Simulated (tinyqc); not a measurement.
Nudged elastic band on a two-dimensional model surface: one step, computed by the program tinyqc.

V(x, y) = h u^2 + t x + (kappa/2)(y + c u)^2 with u = x^2/w^2 - 1; the path runs from the minimum near (-w, 0) to that near (w, 0).

Task: Stationary points. Newton steps x(new) = x - H^-1 grad V (moves limited to 0.3 angstrom) from (-w, 0), (w, 0) and (0, c) give the two minima and the saddle.

Inputs (values chosen for the exercise, for a model surface): height h = 0.54 eV; half width w = 0.84 angstrom; transverse stiffness kappa = 2 eV/angstrom^2; curvature c = 0.6 angstrom; tilt t = -0.21 eV/angstrom.

Surface: curved double well. Climbing image: off.

Give: positions; energies; barrier from the start.

Result:

positions (angstrom), rows start, end, saddle, columns x, y:
```
[[-0.80333, 0.05124],
 [0.87240, -0.04718],
 [-0.06907, 0.59594]]
```

energies (eV): start 0.17264, end -0.17987, saddle 0.54723

barrier from the start = 0.37459 eV
